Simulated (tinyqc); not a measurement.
Rayleigh-quotient iteration on a symmetric matrix, step by step. Computed by tinyqc, a small Python program that keeps every step. Settings: method = rayleigh, shift = 1.31. Command: `OMP_NUM_THREADS=1 python tinyqc.py 29609 29610 out.jsonl` (the two numbers bound the seeds that draw the settings). One thread of a shared host (Intel(R) Xeon(R) Processor @ 2.60GHz), about 0.01 s of CPU time with the checks.

## Step 1

A:
```
           1          2          3
1   1.403000  -0.656000   0.189000
2  -0.656000   1.984000  -0.475000
3   0.189000  -0.475000   2.677000
```

vector v at the start: 0.577350  0.577350  0.577350

shift = 1.310000

solve (A - shift) w = v; v' = w/|w| with its largest component positive (the first on a tie); lambda = v'^T A v'; the next shift is lambda.

vector after step 1: 0.890935  0.432325  -0.139033

Rayleigh quotient after step 1 = 1.041150

## Step 2

As before.

vector after step 2: 0.815708  0.573117  0.078465

Rayleigh quotient after step 2 = 0.969798

## Step 3

As before.

vector after step 3: 0.823684  0.563252  0.065511

Rayleigh quotient after step 3 = 0.969443

## Course of the iteration

Stop when the residual |A v - lambda v| is below 1e-9.

Steps:

| step | lambda | residual |
|---|---|---|
| 1 | 1.04115018 | 2.87e-01 |
| 2 | 0.96979814 | 1.98e-02 |
| 3 | 0.96944275 | 6.44e-06 |
| 4 | 0.96944275 | 3.33e-16 |

all eigenvalues, for comparison: 0.969443  2.028973  3.065585

Converged in 4 steps.
